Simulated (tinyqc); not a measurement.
From results back to parameters: pi bands of a honeycomb layer in tight binding. Four cases, with inputs chosen for the exercise.

Problem. With nearest hopping t, overlap s0 of neighbours and w the size of the sum of the three phase factors, the levels are -t w/(1 + s0 w) and t w/(1 - s0 w). The levels at Gamma (w = 3) come from hidden t and s0.

Find: t, s0; difference at M (w = 1).

Method. The reciprocals of the sizes add to 2/(3t) and differ by 2 s0/t.

Case 1.

levels at Gamma (eV): lower -6.21583, upper 14.16393

Solution.

t, s0: 2.880  0.130

difference at M (w = 1) = 5.859 eV

Case 2.

levels at Gamma (eV): lower -5.84790, upper 7.81542

Solution.

t, s0: 2.230  0.048

difference at M (w = 1) = 4.470 eV

Case 3.

levels at Gamma (eV): lower -6.63158, upper 13.16418

Solution.

t, s0: 2.940  0.110

difference at M (w = 1) = 5.952 eV

Case 4.

levels at Gamma (eV): lower -5.96056, upper 12.93185

Solution.

t, s0: 2.720  0.123

difference at M (w = 1) = 5.524 eV

Computed by tinyqc, one run a case: `OMP_NUM_THREADS=1 python tinyqc.py N N+1 out.jsonl` with N = 1452583, 1452640, 1452771, 1452806; one thread of a shared Intel(R) Xeon(R) Processor @ 2.30GHz, about 0.01 s a run at most.
